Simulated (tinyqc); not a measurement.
Linear model of a band gap against the share of exact exchange: sweeps and comparisons. A value that a table varies takes the place of the one given here.

E(alpha) = E0 + S alpha. A wider gap screens less, modelled in the Penn form eps(alpha) = 1 + (e0 - 1)(EP/(EP + S alpha))^2 with a scale EP chosen for the exercise. A dielectric-dependent hybrid takes alpha = 1/eps.

Parameters, chosen for this exercise (of the order of those of diamond; the results hold for these values, not for the real material):
```
symbol  value  unit  meaning
E0      4.04   eV    gap of the semi-local functional
S       7.44   eV    slope dE/d(alpha)
e0      6.1          optical dielectric constant at alpha = 0
EP      25.7   eV    energy scale of the screening
Et      5.44   eV    target gap
```

## Sweep of alpha

Also the exciton scale relative to alpha = 0, (m/m(0))(eps(0)/eps)^2, with a mass proportional to E + D, D = E0/2 + 0.3 eV, a k.p rule for direct gaps only.

Results:
```
alpha  E (eV)    eps  alpha eps  exciton scale
0.00    4.040  6.100      0.000           1.00
0.05    4.412  5.956      0.298           1.11
0.10    4.784  5.817      0.582           1.23
0.15    5.156  5.684      0.853           1.35
0.20    5.528  5.557      1.111           1.49
0.25    5.900  5.435      1.359           1.63
0.35    6.644  5.205      1.822           1.94
0.50    7.760  4.892      2.446           2.46
```

alpha eps reaches 1 between alpha = 0.15 and 0.2 (fixed point 0.178), and the target gap is met between 0.15 and 0.2. At the fixed point the gap is 5.37 eV, -0.07 eV from the target. From 0 to 0.25 the gap grows by 1.86 eV while eps falls by 11 %; the exciton scale, which takes both, grows by a factor of 1.63 (formal for an indirect gap).

## What each parameter does

Fixed point alpha = 1/eps(alpha), gap and eps there. Each row changes one parameter from the base and keeps the others.

Results:
```
case            alpha  E (eV)    eps
base           0.1782   5.366  5.612
E0 = 3.636 eV  0.1782   4.962  5.612
S = 8.184 eV   0.1798   5.511  5.563
e0 = 5.49      0.1995   5.524  5.013
EP = 28.27 eV  0.1768   5.355  5.657
```

The largest shifts from the base row, up to three for each result and ties (the steps differ in size, so this ranks the rows, not the parameters). alpha: e0 +0.0213, S +0.0016, EP -0.0014; unchanged at the printed digits by E0. E (eV): E0 -0.404, e0 +0.158, S +0.145. eps: e0 -0.599, S -0.049, EP +0.045; unchanged at the printed digits by E0.

Run: tinyqc, `OMP_NUM_THREADS=1 python tinyqc.py 1850373 1850374 out.jsonl`; Intel(R) Xeon(R) Processor @ 2.30GHz, one thread, shared host; about 0.01 s of CPU time with all checks.
